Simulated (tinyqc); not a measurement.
Voltage acceleration of oxide breakdown, four models on the same data: one step of the calculation.

Field E = V/tox in MV/cm. Models: ln(t63/1 s) = a - c X with X = E (E model), -1/E (1/E model), ln V (power law, c the exponent n) or sqrt(E).

Question. Fitting the models. The three stress times were made with the 1/E model, c = 431, and are treated as data. For each model fit ln t63 on X by least squares over the three points.

Inputs (values chosen for the exercise): oxide thickness tox = 6.8 nm.

```
stress  V (V)  t63 (s)
0        6.59  1.832e6
1        7.83     1600
2        8.99    12.78
```

Wanted: c; a; largest misfit in ln t63 (0: below 0.002).

Answer.

```
model       c       a  largest misfit in ln t63 (0: below 0.002)
E       3.370   46.79                                     0.6056
1/E     431.0  -30.05                                     0.0000
power   38.34   86.58                                     0.3000
sqrt E  22.77   85.08                                     0.4525
```

The worst misfit of any model is 0.61 in ln t63, a factor of 1.83 in time, comparable to the scatter of t63 from small samples, so such data hardly tell the models apart.

Range of the model: All four laws are empirical fits; none is established far below the stress range.

Computed by the program tinyqc: `OMP_NUM_THREADS=1 python tinyqc.py 2070032 2070033 out.jsonl`, one thread of a shared Intel Xeon 2.30GHz, about 0.01 s for the whole run.
